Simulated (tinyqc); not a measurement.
Displacements against temperature: thermal displacements in the Debye model: Debye-Waller factors, bond-length spread and the Lindemann rule. Computed by tinyqc, a small Python program. Command: `OMP_NUM_THREADS=1 python tinyqc.py 3011785 3011786 out.jsonl debyewaller walk`. One thread of a shared host (Intel(R) Xeon(R) Processor @ 2.30GHz), about 0.01 s of CPU time with the checks.

A Debye spectrum with three branches of one velocity, cut at k_B Theta; 4 atoms per cube, nearest neighbours at d = 0.707107 a.

Inputs (values chosen for the exercise, modelled on nickel): atomic mass M = 58.69 u; Debye temperature Theta = 390 K; lattice constant a = 3.524 angstrom; temperature T = 300 K.

Structure: fcc.

reflection (h k l): [2, 0, 0]

Constants: hbar^2/u = 4.18015928e-03 eV angstrom^2; k_B = 8.617333262e-05 eV/K.

Method:
- <u_x^2> = (3 hbar^2/(2 M k_B Theta)) int_0^1 s coth(s Theta/(2T)) ds (64 Gauss-Legendre points); it tends to 3 hbar^2/(4 M k_B Theta) at T = 0 and to 3 hbar^2 T/(M k_B Theta^2) at high T.
- B = 8 pi^2 <u_x^2>.
- G = 2 pi sqrt(h^2 + k^2 + l^2)/a; the intensity is multiplied by exp(-2W), 2W = G^2 <u_x^2>; the loss goes into thermal diffuse scattering.
- Correlated Debye model: sigma^2 = (3 hbar^2/(M k_B Theta)) int_0^1 s coth(s Theta/(2T)) [1 - sin(s q_D R)/(s q_D R)] ds for two atoms at distance R, q_D = (6 pi^2 n)^(1/3), n atoms per volume; uncorrelated motion would give 2 <u_x^2>.
- The correlation is 1 - sigma^2/(2 <u_x^2>); exp(-2W) uses 2W = G^2 <u_x^2>.

|G| = 3.56594 1/angstrom

Displacements (angstrom^2):
```
T (K)    <u_x^2>   classical  sigma^2 at d  sigma^2 at 2d  exp(-2W)
12     0.0015994  1.9563e-04     0.0027371      0.0030319   0.97987
39     0.0016940  6.3579e-04     0.0027592      0.0030930   0.97869
78     0.0019975   0.0012716     0.0029617      0.0034732   0.97492
140    0.0027405   0.0022823     0.0037034      0.0045911   0.96575
210    0.0037408   0.0034235     0.0048367      0.0061695   0.95355
310    0.0052725   0.0050537     0.0066523      0.0086242   0.93515
470    0.0078076   0.0076621     0.0097212       0.012715   0.90549
700     0.011510    0.011412      0.014246       0.018708   0.86385
860     0.014100    0.014020      0.017422       0.022906   0.83586
```

What does the comparison show, and why?

The classical line is within 5 % from T = 310 K (T/Theta = 0.79) on. The correlation of nearest neighbours grows from 0.14 to 0.38, since thermal motion weights long waves, which move neighbours together, more than zero-point motion does; at 2d it ends at 0.19. The reflection keeps 98 % of its intensity at the lowest T and 84 % at the highest.

Extremes, crossings and ranges named in words are read from the listed rows.
